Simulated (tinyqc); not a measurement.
# MOSFET in the linear regime without short-channel effects, parameter extraction from computed curves: extraction methods against the source plus drain resistance

Inversion charge Q = Cox n Vt W0(exp((Vg - VT)/(n Vt))), W0 the Lambert function and n = nf; u = Q/Cox; mobility mu = mu0/(1 + th1 u + th2 u^2); channel resistance Rch = (L - dL)/(W mu Q); Id = Vd/(Rch + Rsd/W). Cox = eps0 eox/tox. Small Vd, no channel-length or drain effects.

From the continuous curve Id(Vg): tangent at peak gm (V_ext = Vg - Id/gm); constant current Id = 0.1 uA W/L; peak of d2Id/dVg2; Y = Id/sqrt(gm) drawn through Vg = VT + 0.6 and VT + 0.8 V, with intercept VT_Y and slope s. Mobilities gm,max L/(W Cox Vd) and s^2 L/(W Cox Vd) with the drawn L. Last column: share of Rsd/W in the total resistance at VT + 0.8 V.

Inputs (values chosen for the exercise); channel values of the order met in silicon transistors:
```
symbol  value        unit                                                                 meaning
T          77           K                                                             temperature
eox      9.01              relative permittivity of the gate insulator (close to aluminium oxide)
tox        13          nm                                                     insulator thickness
mu0       260  cm^2/(V s)                                                      low-field mobility
th1      0.46         1/V                                       first mobility attenuation factor
th2      0.07       1/V^2                                      second mobility attenuation factor
VT       0.33           V                                                       threshold voltage
nf       1.31                                                                         body factor
W           1          um                                                              gate width
L         1.8          um                                                       drawn gate length
dL      0.011          um                                             drawn less effective length
Vd       0.02           V                                                           drain voltage
```

Constants: q = 1.602176634e-19 C, kB = 1.380649e-23 J/K, Vt = kB T/q, eps0 = 8.8541878128e-14 F/cm where lengths are in cm. Results are converted to the units shown.

Results:
```
Rsd (ohm um)	V_ext (V)	constant current (V)	second derivative (V)	VT_Y (V)	mobility from gm (cm^2/(V s))	mobility from Y (cm^2/(V s))	series share (%)
0	0.337	0.373	0.328	0.375	220	280	0
50	0.337	0.373	0.328	0.375	219	280	0.243
200	0.337	0.373	0.328	0.375	219	280	0.967
400	0.337	0.373	0.328	0.375	218	280	1.92
800	0.337	0.373	0.328	0.375	217	280	3.76
1500	0.336	0.373	0.328	0.375	215	280	6.82
```

Estimate the missing row, Rsd = 100 ohm um.

Computed row:
```
Rsd (ohm um)	V_ext (V)	constant current (V)	second derivative (V)	VT_Y (V)	mobility from gm (cm^2/(V s))	mobility from Y (cm^2/(V s))	series share (%)
100	0.337	0.373	0.328	0.375	219	280	0.486
```

With this row back in the table: The model has VT = 0.33 V and mu0 = 260 cm^2/(V s). Over the table the extracted thresholds move by 1.1 mV (tangent), under 0.5 mV (constant current), under 0.5 mV (second derivative), under 0.5 mV (Y function). The mobility from gm falls from 220 to 215 and that from Y stays near 280 cm^2/(V s). Y cancels the series resistance, which multiplies Id and sqrt(gm) by the same factor.

tinyqc, about 0.01 s, one thread, Intel Xeon 2.30GHz (shared host): `OMP_NUM_THREADS=1 python tinyqc.py 2210092 2210093 out.jsonl`
